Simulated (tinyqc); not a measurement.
Inside a calculation. Method: Rayleigh-quotient iteration on a symmetric matrix. Computed by tinyqc, a small Python program that keeps every step. Settings: method = rayleigh, shift = 1.19. Command: `OMP_NUM_THREADS=1 python tinyqc.py 22132 22133 out.jsonl` (the two numbers bound the seeds that draw the settings). One thread of a shared host (Intel(R) Xeon(R) Processor @ 2.60GHz), about 0.01 s of CPU time with the checks.

## Step 1

A, lower triangle:
```
         1        2        3        4       5
1   0.5830
2  -0.0770   0.8870
3  -0.1090   0.0290   1.1310
4  -0.0740  -0.1540   0.0410   2.2760
5  -0.1030  -0.2170  -0.0060  -0.0360  3.3150
```

vector v at the start: 0.4472  0.4472  0.4472  0.4472  0.4472

shift = 1.1900

solve (A - shift) w = v; v' = w/|w| with its largest component positive (the first on a tie); lambda = v'^T A v'; the next shift is lambda.

vector after step 1: -0.1427  0.2599  0.9542  -0.0409  0.0052

Rayleigh quotient after step 1 = 1.1538

## Step 2

As before.

vector after step 2: -0.2040  0.1669  0.9643  -0.0256  0.0093

Rayleigh quotient after step 2 = 1.1579

## Course of the iteration

Stop when the residual |A v - lambda v| is below 1e-9.

Steps:
```
step    lambda  residual
1     1.153842  6.92e-02
2     1.157942  4.65e-04
3     1.157943  5.59e-10
```

all eigenvalues, for comparison: 0.5335  0.8658  1.1579  2.2968  3.3380

Converged in 3 steps.
